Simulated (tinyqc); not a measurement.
From results back to parameters: free and nearly free electrons in a metal. Four cases, with inputs chosen for the exercise.

Problem. A free-electron metal with 4 atoms in the cubic cell and z electrons an atom has EF = c kF^2/m, (hbar omega_p)^2 = 8 pi c (e^2/(4 pi eps0)) n/m and kF = (3 pi^2 n)^(1/3), c = hbar^2/2m0.

Constants: hbar^2/2m0 = 3.80998211 eV angstrom^2; e^2/(4 pi eps0) = 14.39964547 eV angstrom.

Find: kF; m; z.

Method. (hbar omega_p)^2/EF = (8/(3 pi)) (e^2/(4 pi eps0)) kF gives kF; EF then gives m, and n = kF^3/(3 pi^2) gives z.

Case 1.

Values chosen (out of a larger set: near those of Al; not measured data): a = 4.041 angstrom (fcc lattice constant).

EF = 8.30095 eV
hbar omega_p = 13.33537 eV

Solution.

kF = 1.7527 1/angstrom
m = 1.41 m0
z = 3.00

Case 2.

Values chosen (out of a larger set: near those of Co, whose d bands this model ignores; not measured data): a = 3.554 angstrom (fcc lattice constant).

EF = 11.54770 eV
hbar omega_p = 15.67567 eV

Solution.

kF = 1.7409 1/angstrom
m = 1.00 m0
z = 2.00

Case 3.

Values chosen (out of a larger set: near those of Al; not measured data): a = 4.067 angstrom (fcc lattice constant).

EF = 11.55516 eV
hbar omega_p = 15.68327 eV

Solution.

kF = 1.7415 1/angstrom
m = 1.00 m0
z = 3.00

Case 4.

Values chosen (out of a larger set: near those of Au, whose d bands this model ignores; not measured data): a = 4.114 angstrom (fcc lattice constant).

EF = 4.17611 eV
hbar omega_p = 7.80583 eV

Solution.

kF = 1.1937 1/angstrom
m = 1.30 m0
z = 1.00

Computed by tinyqc, one run a case: `OMP_NUM_THREADS=1 python tinyqc.py N N+1 out.jsonl` with N = 1682624, 1682659, 1682683, 1682778; one thread of a shared Intel(R) Xeon(R) Processor @ 2.30GHz, about 0.01 s a run at most.
